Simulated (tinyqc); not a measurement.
Three-phonon processes in a diatomic chain: dispersion, energy and momentum conservation, and decay channels of optical phonons: one step, computed by the program tinyqc. Command: `OMP_NUM_THREADS=1 python tinyqc.py 3120285 3120286 out.jsonl threeph walk`. One thread of a shared host (Intel(R) Xeon(R) Processor @ 2.30GHz), about 0.05 s of CPU time with the checks.

Cell length a, two atoms, one spring constant. x = q a/pi runs from -1 to 1; A and O are the acoustic and optical branches. Matrix elements are not computed: only conservation laws and occupation factors are followed.

Task: Band edges. omega^2 = k (1/m + 1/M) -/+ k sqrt((1/m + 1/M)^2 - 4 sin^2(pi x/2)/(m M)); nu = 15.6333042 THz x sqrt(omega^2) for eV/(angstrom^2 u). Acoustic top sqrt(2 k/M), optical bottom sqrt(2 k/m), optical top sqrt(2 k (1/m + 1/M)).

Inputs (values chosen for the exercise, for a model chain): light mass m = 12 u; heavy mass M = 30.2 u; spring constant k = 7.2 eV/angstrom^2.

Constants: nu for 1 eV/(angstrom^2 u) = 15.6333042 THz.

Give: acoustic top; optical bottom; optical top; optical top over twice the acoustic top; optical bottom over twice the acoustic top; optical width over acoustic top.

Result:

acoustic top = 10.80 THz

optical bottom = 17.13 THz

optical top = 20.24 THz

optical top over twice the acoustic top = 0.9376

optical bottom over twice the acoustic top = 0.7932

optical width over acoustic top = 0.2889

The zone-centre optical phonon can decay into two acoustic ones: this needs M/m <= 3.
